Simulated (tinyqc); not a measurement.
Band edges of strained Si(1-x)Ge(x) on relaxed Si(1-y)Ge(y): one step. Valence edges of the layer. Five cases, with inputs chosen for the exercise.

Question. Give the strain block and the three twofold edges.

Valence edges: Ev plus the levels of the 6 x 6 matrix of X, Y, Z times spin with -Dso/3 + l exx + m (eyy + ezz) on the diagonal (cyclic), n exy off it, l = av + 2 b, m = av - b, n = sqrt(3) d. Spin-orbit term (Dso/3) L.sigma on X, Y, Z with (L_k)_ij = -i epsilon_kij: <X+|H|Y+> = -i Dso/3, <X+|H|Z-> = Dso/3, <Y+|H|Z-> = -i Dso/3, <Z+|H|X-> = -Dso/3, <Z+|H|Y-> = i Dso/3, <X-|H|Y-> = i Dso/3, and their conjugates; + and - are the spin along z.

Case 1.

Interpolated values (a in angstrom, C11, C12, C44 in GPa, all else in eV):
```
symbol,layer,buffer
a,5.659000,5.594330
Dso,0.289000,0.217950
av,1.220000,1.576700
b,-2.580000,-2.440800
d,-5.300000,-5.140500
C11,126.600000,137.823000
C12,48.300000,53.027000
C44,65.900000,69.612000
Ev,0.630000,0.447300
ED,0.917000,0.942129
EL,0.733000,1.110870
aD,1.430000,1.540200
aL,-2.590000,-2.761100
XuD,9.060000,9.086100
XuL,15.490000,15.756800
```

strain tensor in the cubic axes:
```
,x,y,z
x,-0.01142781,0.00000000,0.00000000
y,0.00000000,-0.01142781,0.00000000
z,0.00000000,0.00000000,0.00871980
```

Case 2.

Interpolated values (a in angstrom, C11, C12, C44 in GPa, all else in eV):
```
symbol,layer,buffer
a,5.467200,5.443200
Dso,0.088640,0.063840
av,2.256800,2.380800
b,-2.193800,-2.152800
d,-4.851800,-4.800800
C11,159.762000,163.672000
C12,60.838000,62.428000
C44,77.834000,79.204000
Ev,0.129600,0.057600
ED,1.074792,1.107912
EL,1.774680,1.902080
aD,1.732800,1.786800
aL,-3.015200,-3.051200
XuD,9.370800,9.364800
XuL,15.654800,15.718800
```

strain tensor in the cubic axes:
```
,x,y,z
x,-0.00438982,0.00000000,0.00000000
y,0.00000000,-0.00438982,0.00000000
z,0.00000000,0.00000000,0.00334332
```

Case 3.

Interpolated values (a in angstrom, C11, C12, C44 in GPa, all else in eV):
```
symbol,layer,buffer
a,5.660000,5.622035
Dso,0.287000,0.250550
av,1.250000,1.436000
b,-2.530000,-2.461000
d,-5.330000,-5.252000
C11,127.500000,132.930000
C12,48.700000,50.950000
C44,66.400000,68.335000
Ev,0.630000,0.535500
ED,0.947000,0.947847
EL,0.725000,0.918050
aD,1.230000,1.294500
aL,-2.830000,-2.849500
XuD,9.520000,9.493000
XuL,15.610000,15.595000
```

strain tensor in the cubic axes:
```
,x,y,z
x,-0.00182560,0.00488200,0.00000000
y,0.00488200,-0.00182560,0.00000000
z,0.00000000,0.00000000,-0.00670760
```

Case 4.

Interpolated values (a in angstrom, C11, C12, C44 in GPa, all else in eV):
```
symbol,layer,buffer
a,5.561844,5.429000
Dso,0.189730,0.044000
av,1.742000,2.450000
b,-2.395500,-2.130000
d,-5.125000,-4.830000
C11,143.522000,163.700000
C12,54.788000,64.700000
C44,72.020000,79.100000
Ev,0.359900,0.000000
ED,0.980079,1.178000
EL,1.276310,2.038000
aD,1.453700,1.790000
aL,-2.783300,-2.860000
XuD,8.963400,8.810000
XuL,15.245900,15.830000
```

strain tensor in the cubic axes:
```
,x,y,z
x,-0.01271444,0.01117051,0.01117051
y,0.01117051,-0.01271444,0.01117051
z,0.01117051,0.01117051,-0.01271444
```

Case 5.

Interpolated values (a in angstrom, C11, C12, C44 in GPa, all else in eV):
```
symbol,layer,buffer
a,5.518769,5.431000
Dso,0.144450,0.044000
av,1.957500,2.470000
b,-2.280400,-2.100000
d,-4.964500,-4.780000
C11,150.138000,165.800000
C12,58.035000,64.800000
C44,73.470000,78.800000
Ev,0.254200,0.000000
ED,1.003553,1.158000
EL,1.495820,2.028000
aD,1.672700,1.890000
aL,-2.778300,-2.930000
XuD,9.349300,9.050000
XuL,15.545600,15.890000
```

strain tensor in the cubic axes:
```
,x,y,z
x,-0.00398160,0.01192208,0.00000000
y,0.01192208,-0.00398160,0.00000000
z,0.00000000,0.00000000,-0.01590367
```

Give: strain block; edges from the top.

Answer.

Case 1.

strain block (eV), lower triangle:
```
,X,Y,Z
X,0.0347
Y,0,0.0347
Z,0,0,-0.1212
```

edges from the top (eV): 0.6647  0.5817  0.3028

The top two edges are split by 83 meV.

Case 2.

strain block (eV), lower triangle:
```
,X,Y,Z
X,0.0047
Y,0,0.0047
Z,0,0,-0.0462
```

edges from the top (eV): 0.1343  0.1077  0.0214

The top two edges are split by 27 meV.

Case 3.

strain block (eV), lower triangle:
```
,X,Y,Z
X,-0.0253
Y,-0.0451,-0.0253
Z,0,0,0.0118
```

edges from the top (eV): 0.6459  0.5944  0.3238

The top two edges are split by 52 meV.

Case 4.

strain block (eV), lower triangle:
```
,X,Y,Z
X,-0.0664
Y,-0.0992,-0.0664
Z,-0.0992,-0.0992,-0.0664
```

edges from the top (eV): 0.3926  0.2964  0.0016

The top two edges are split by 96 meV.

Case 5.

strain block (eV), lower triangle:
```
,X,Y,Z
X,-0.0739
Y,-0.1025,-0.0739
Z,0,0,0.0077
```

edges from the top (eV): 0.2737  0.2015  0.0028

The top two edges are split by 72 meV.

Computed by tinyqc, one run a case: `OMP_NUM_THREADS=1 python tinyqc.py N N+1 out.jsonl` with N = 1050246, 1050304, 1050386, 1050390, 1050751; one thread of a shared Intel(R) Xeon(R) Processor @ 2.30GHz, about 0.02 s a run at most.
